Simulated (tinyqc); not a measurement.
Landau-Devonshire theory of a uniaxial ferroelectric: one step, computed by the program tinyqc. Command: `OMP_NUM_THREADS=1 python tinyqc.py 3005580 3005581 out.jsonl ferro walk`. One thread of a shared host (Intel(R) Xeon(R) Processor @ 2.30GHz), about 0.01 s of CPU time with the checks.

G(P) = (alpha/2) P^2 + (beta*/4) P^4 + (gamma/6) P^6 - E P per volume, SI units, one domain, P along the polar axis, which is normal to the film.

Problem. Spontaneous polarisation, susceptibility, coercive field. Ps^2 = [-beta* + sqrt(beta*^2 - 4 alpha gamma)]/(2 gamma). chi = 1/(eps_0 G''), G'' = alpha + 3 beta* P^2 + 5 gamma P^4 at Ps. Ps, chi and the coercive field are for perfect screening, without a depolarising field. The intrinsic coercive field is |alpha P + beta* P^3 + gamma P^5| at the P_c where G'' = 0. 1 C/m^2 = 100 microcoulomb/cm^2.

Inputs (values chosen for the exercise, modelled on barium titanate): Curie-Weiss temperature T0 = 381 K; gamma = 1.73e+10 J m^9/C^6; temperature T = 368 K.

Sample: epitaxial film.

alpha = -3.005737e+08 J m/C^2

beta* = 4.737143e+08 J m^5/C^4

Constants: eps_0 = 8.8541878128e-12 F/m.

Give: spontaneous polarisation Ps; susceptibility chi; well depth G(Ps); P_c; intrinsic coercive field.

Solution.

spontaneous polarisation Ps = 34.472 microcoulomb/cm^2

susceptibility chi = 103.64

well depth G(Ps) = -11.348 MJ/m^3

P_c = 22.650 microcoulomb/cm^2

intrinsic coercive field = 52.262 MV/m

P_c/Ps = 0.657, above the 0.577 of a quartic well, as the sixth-order term matters. Real switching runs by domain nucleation at far lower fields. Caution: far below T0* the expansion with linear alpha(T) is only a fit.
